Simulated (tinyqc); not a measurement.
Domain walls in a thin film with perpendicular anisotropy: Bloch, Neel and chiral walls, motion and stripe domains: one step, computed by the program tinyqc.

One-dimensional wall: polar angle theta(x), azimuth phi of the moment in the wall (phi = 0 Neel, 90 degrees Bloch). mu_0 = 1.25663706212e-6 T m/A, gamma = 1.76085963023e11 rad/(s T).

Question. Bloch or Neel. sigma(phi) = sigma_0 + 2 Delta K_D cos^2(phi) - pi D cos(phi), with the wall shape anisotropy K_D = N_x mu_0 M_s^2/2, N_x = t ln 2/(pi Delta). The minimum has cos(phi) = D/D_N for D < D_N = 4 Delta K_D/pi and phi = 0 beyond; sigma turns negative at D_c = (sigma_0 + 2 Delta K_D)/pi.

Inputs (values chosen for the exercise, for a model film): saturation magnetisation M_s = 1330 kA/m; DMI constant D = 0.033 mJ/m^2; thickness t = 1.2 nm.

width parameter Delta = 6.895483 nm

sigma_0 = 10.44162 mJ/m^2

Give: K_D; D_N; azimuth phi; wall energy sigma; D_c.

Answer.

K_D = 42.68 kJ/m^3

D_N = 0.3747 mJ/m^2

azimuth phi = 84.95 degrees

wall energy sigma = 10.44 mJ/m^2

D_c = 3.511 mJ/m^2

A mixed wall, between Bloch and Neel. D is 0.01 of D_c.
